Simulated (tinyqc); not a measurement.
Long-channel MOSFET, surface-potential model: one step of the calculation.

n-channel transistor on a uniformly doped p-type body, gradual-channel approximation, constant mobility, Boltzmann statistics, full ionisation. Potentials are counted from the neutral body; V is the electron quasi-Fermi potential, Vsb at the source and Vsb + Vds at the drain. Charges are magnitudes per area.

Task. Charges and current of the charge-sheet model. psi_0 and psi_L solve Vgs + Vsb - Vfb - psi = gamma sqrt(G) at V = Vsb and Vsb + Vds. Qi = Cox gamma [sqrt(G) - sqrt(psi - Vt)], G = psi - Vt + Vt exp((psi - 2 phiF - V)/Vt), at both ends. With U = Vgs + Vsb - Vfb: drift = mu (W/L) Cox [U (psi_L - psi_0) - (psi_L^2 - psi_0^2)/2 - (2/3) gamma ((psi_L - Vt)^1.5 - (psi_0 - Vt)^1.5)]; diffusion = mu (W/L) Vt (Qi0 - QiL).

Values chosen for this exercise; material values close to those of 4H silicon carbide: temperature T = 300 K; flat-band voltage Vfb = -0.96 V; channel mobility mu = 130 cm^2/(V s); gate width W = 2 um; gate length L = 2 um; source-body reverse bias Vsb = 0 V; gate-source voltage Vgs = 2.37 V; drain-source voltage Vds = 0.8 V.

Constants: q = 1.602176634e-19 C, kB = 1.380649e-23 J/K, Vt = kB T/q. Results are converted to the units shown.

psi_0 = 2.8260671 V
psi_L = 2.8261464 V
phiF = 1.4555897 V
Cox = 0.24601993 uF/cm^2
gamma = 0.30109428 V^0.5

Find: Qi0; QiL; drift current; diffusion current; drain current.

Result.

Qi0 = 0.0213 nC/cm^2
QiL = 7.76e-16 nC/cm^2
drift current = 1.10e-7 uA
diffusion current = 7.15e-5 uA
drain current = 7.16e-5 uA

Drift carries 0.153 % of the current. The drain end is pinched off: its charge is under 1 % of that at the source.

tinyqc, about 0.03 s, one thread, Intel Xeon 2.30GHz (shared host): `OMP_NUM_THREADS=1 python tinyqc.py 2360071 2360072 out.jsonl`
